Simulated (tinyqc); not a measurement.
Off-state leakage of single and stacked transistors: one step of the calculation.

n-channel devices of unit width. Subthreshold current I(Vg, Vs, Vd) = I0 (T/300 K)^0.5 exp[(Vg - Vs - VT(T) - gb (Vs - Vb) + dd (Vd - Vs))/(nf Vt)] (1 - exp(-(Vd - Vs)/Vt)), VT(T) = VT - cT (T - 300 K). Gate-edge tunnelling Ig (Vd/1 V) exp(ag (Vd - 1 V)), for a gate at 0 V, and band-to-band leakage Ab u exp(-Bb/u), u = Vd - Vb + 1 V, flow at a drain held at V; both are taken as independent of T. In a stack of off transistors (all gates at 0 V) the same subthreshold current passes through each.

Problem. New Vx. Stack of two, Vx the node between them: I_low = I(0, 0, Vx), I_up = I(0, Vx, V), f = ln(I_up/I_low), f' = -(1 + gb + 2 dd)/(nf Vt) - 1/(Vt (exp(Vx/Vt) - 1)) - 1/(Vt (exp((V - Vx)/Vt) - 1)), Vx(new) = Vx - f/f'.

Inputs (values chosen for the exercise); values of the order met in bulk silicon logic transistors: temperature T = 358 K; supply voltage V = 0.9 V; threshold at 300 K, zero drain and body bias VT = 0.26 V; fall of the threshold with temperature cT = 0.8 mV/K; current at threshold at 300 K I0 = 0.13 uA/um; slope factor nf = 1.21; drain-induced lowering per volt dd = 0.14; rise of the threshold per volt of source-body bias gb = 0.19; body voltage Vb = -0.6 V.

Constants: q = 1.602176634e-19 C, kB = 1.380649e-23 J/K, Vt = kB T/q. Results are converted to the units shown.

Vx at the start = 0.086 V

Give: I_low; I_up; f; f'; Vx after iteration 1.

Solution.

I_low = 0.02840 nA/um
I_up = 0.02993 nA/um
f = 0.05229
f' = -41.51 1/V
Vx after iteration 1 = 0.08726 V

Numbers from tinyqc (`OMP_NUM_THREADS=1 python tinyqc.py 2242176 2242177 out.jsonl`; about 0.03 s on one thread of a shared Intel Xeon 2.30GHz).
